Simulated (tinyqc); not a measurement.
# Surface potential of a MOS transistor: implicit equation and explicit approximations: effects of single changes

p-type body, charge-sheet picture, depletion and inversion only, full ionisation (an idealisation for deep acceptors), Boltzmann statistics (rough once Na exp(x - xn) passes about Nc/7). In units of Vt: xg = (Vg - Vfb)/Vt, x = psi/Vt, G = gamma/sqrt(Vt), xn = (2 phiF + Vc)/Vt. The implicit equation is (xg - x)^2 = G^2 [x - 1 + exp(x - xn)] for x above about 3. Cox = eps0 eox/tox.

Values chosen for this exercise; band and dielectric values close to those of germanium: temperature T = 250 K; band gap Eg = 0.659 eV; relative permittivity eps_r = 16.2; conduction-band density of states at T Nc = 7.99e18 cm^-3; valence-band density of states at T Nv = 4.63e18 cm^-3; relative permittivity of the gate insulator (close to silicon dioxide) eox = 3.9; insulator thickness tox = 21 nm; acceptor density Na = 4.9e17 cm^-3; flat-band voltage Vfb = -0.44 V; channel-body voltage Vc = 0 V; gate-body voltage Vg = 2.62 V.

Constants: q = 1.602176634e-19 C, kB = 1.380649e-23 J/K, Vt = kB T/q, eps0 = 8.8541878128e-14 F/cm where lengths are in cm. Results are converted to the units shown.

Each table varies one quantity; the others keep the values above.

## Accuracy of the approximations against gate voltage

ni = sqrt(Nc Nv) exp(-Eg/(2 Vt)), Eg in volts; phiF = Vt ln(Na/ni); gamma = sqrt(2 q eps0 eps_r Na)/Cox; VT = Vfb + Vt (xn + G sqrt(xn - 1)). Depletion value a = 1 + [sqrt(G^2/4 + xg - 1) - G/2]^2; inversion value b = xn + ln[(xg - xn)^2/G^2 - xn + 1] and first guess y = min(a, b) - ln(1 + exp(-|a - b|)) if a > xn + 1, else b = y = a; one second-order correction with D = exp(y - xn), p = 2 (xg - y) + G^2 (1 + D), w = (xg - y)^2 - G^2 (y - 1 + D): z = y + 2 w/(p + sqrt(p^2 - 2 (2 - G^2 D) w)), or the Newton step z = y + w/p where the root is not real. N_inv = (Cox Vt G/q) [sqrt(x - 1 + exp(x - xn)) - sqrt(x - 1)] at the root. Lambert form (Cox m Vt/q) W0[(G/(2 m sqrt(xn - 1))) exp((Vg - VT)/(m Vt))], m = 1 + G/(2 sqrt(xn - 1)). Errors under 1e-4 mV, and the linear form below VT, are printed as 0.

Accuracy of the approximations against gate voltage:
```
Vg (V)  psi (V)   x - xn  error of y (mV)  error of z (mV)  N_inv (cm^-2)  Cox (Vg - VT)/q (cm^-2)  Lambert form (cm^-2)
1.81     0.4225   -5.942           0.0393                0        1.323e8                        0               8.773e7
2.01     0.4844   -3.067            0.681                0        2.181e9                        0               1.915e9
2.21     0.5413  -0.4255             9.35           -0.129       2.872e10                  5.666e8              2.866e10
2.41     0.5751    1.145             5.65          -0.0545       1.309e11                 2.058e11              1.328e11
2.61     0.5928    1.964             7.51           -0.174       2.831e11                 4.111e11              2.871e11
2.81     0.6040    2.483             6.29           -0.103       4.551e11                 6.164e11              4.611e11
3.01     0.6121    2.860             5.26          -0.0593       6.363e11                 8.216e11              6.443e11
3.21     0.6185    3.157             4.52          -0.0370       8.228e11                 1.027e12              8.327e11
3.41     0.6238    3.403             3.96          -0.0247       1.012e12                 1.232e12              1.024e12
```

What does the table show?

psi rises from 0.422 to 0.624 V and ends 3.4 Vt above 2 phiF + Vc. Among the rows the first guess is off by at most 9.4 mV (at Vg = 2.21 V) and the corrected value by at most 0.17 mV. In the last row the linear form is 22 % above N_inv and the Lambert form 1.2 % above it; in the first row the Lambert form is 34 % below it. For Vg = 2.41, 2.61, 2.81, 3.01, 3.21, 3.41 the electron quasi-Fermi level lies less than 2 Vt below the band edge at the surface, or above it, where degeneracy and confinement, left out, matter.

## Effect of the acceptor density at fixed gate voltage

Same model as above.

Vfb is held fixed.

Effect of the acceptor density at fixed gate voltage:
```
Na (cm^-3)  psi (V)   x - xn  error of y (mV)  error of z (mV)  N_inv (cm^-2)  Cox (Vg - VT)/q (cm^-2)  Lambert form (cm^-2)
1.6e16      0.55287   6.9547             2.68         -7.54e-3      2.1830e12                2.3963e12             2.2242e12
3.6e16      0.56936   6.0983             2.60         -6.81e-3      1.9620e12                2.1729e12             1.9953e12
7.8e16      0.58416   5.2390             2.71         -7.72e-3      1.6546e12                1.8643e12             1.6801e12
1.7e17      0.59663   4.2595             3.28          -0.0139      1.2051e12                1.4095e12             1.2222e12
3.7e17      0.60038   2.8781             5.49          -0.0678      5.6611e11                7.3760e11             5.7378e11
8.2e17      0.49354  -3.6728            0.400                0       1.5258e9                        0              1.2799e9
1.8e18      0.27503  -15.388                0                0          25206                        0                1383.7
3.9e18      0.14934  -22.769                0                0         32.559                        0              0.011562
```

What does the comparison show?

As Na goes from 1.6e16 to 3.9e18, psi goes from 0.553 through a maximum of 0.600 (at Na = 3.7e17 among the rows listed) to 0.149 V, x - xn falls from 6.95 to -22.8 and N_inv falls from 2.18e12 to 32.6 cm^-2. The Lambert form lies between 3.55e-4 and 1.02 times N_inv. For Na = 1.6e16, 3.6e16, 7.8e16, 1.7e17, 3.7e17 the electron quasi-Fermi level lies less than 2 Vt below the band edge at the surface, or above it, where degeneracy and confinement, left out, matter.

Program tinyqc, `OMP_NUM_THREADS=1 python tinyqc.py 2122084 2122085 out.jsonl`; Intel Xeon 2.30GHz, shared host, one thread, about 0.01 s.
